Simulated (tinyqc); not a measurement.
From S_eff in molecular flow back to pipe diameter d: gas flow in a process chamber: flow regimes, conductance, effective pumping speed, pump-down, outgassing and purge. Computed by tinyqc, a small Python program. Command: `OMP_NUM_THREADS=1 python tinyqc.py 3120011 3120012 out.jsonl pump inv`. One thread of a shared host (Intel(R) Xeon(R) Processor @ 2.30GHz), about 0.01 s of CPU time with the checks.

Ideal gas, isothermal flow, a pump of constant speed at the end of a round pipe; process gas, volume gas and outgassing are given the same properties. 1 sccm = 101325 Pa x 1e-6 m^3/60 s x T/273.15 K.

Inputs (values chosen for the exercise, modelled on nitrogen near room temperature):
```
quantity            value   unit
molar mass M        28.01  g/mol
molecular diameter   0.37     nm
temperature T         300      K
chamber volume V      170      L
pipe length l          49     cm
pump speed S           73    L/s
```

Constants: k_B = 1.380649e-23 J/K; u = 1.6605390666e-27 kg.

Method. Mean speed c = sqrt(8 k_B T/(pi m)); aperture conductance C_a = c pi d^2/16; molecular pipe C_m = C_a/(1 + 3 l/(4 d)) (Dushman form); viscous pipe C_v = pi d^4 p_mean/(128 eta l); Knudsen interpolation C = C_v + C_m (1 + x)/(1 + 1.24 x), x = d p_mean sqrt(m/(k_B T))/eta. Effective speed 1/S_eff = 1/S + 1/C_m; time constant V/S_eff; pressure at which the free path k_B T/(sqrt2 pi d_m^2 p) equals d.

Question. A run gave the result below. Find the pipe diameter d, known to lie between 3.4 and 4.8 cm.

S_eff in molecular flow = 10.02883 L/s

Answer.

Each step takes the trial c = (a f_b - b f_a)/(f_b - f_a), f being the result less the target and a, b, c the logarithms of the listed values; c replaces end b, the old b replaces a if the sign of f changed, and otherwise f_a is halved.

Scan of the range:
```
pipe diameter d (cm)  S_eff in molecular flow (L/s)
3.40                                         8.1334
3.60                                         9.4168
3.81                                        10.8540
4.04                                        12.5223
4.28                                        14.3538
4.53                                        16.3423
4.80                                        18.5597
```

False position (Illinois rule, in the logarithm of the input) inside the bracket:
```
step    end a    end b    trial  S_eff in molecular flow (L/s)
1     3.60000  3.81000  3.68797                        10.0082
2     3.81000  3.68797  3.69090                        10.0282
3     3.81000  3.69090  3.69109                        10.0295
4     3.69090  3.69109  3.69100                        10.0288
5     3.69109  3.69100  3.69100                        10.0288
```

S_eff in molecular flow rises at every point of a 13-point scan of the range (every second point is shown), so one value fits; it is bracketed by 3.60 and 3.81. Answer: pipe diameter d = 3.691 cm.
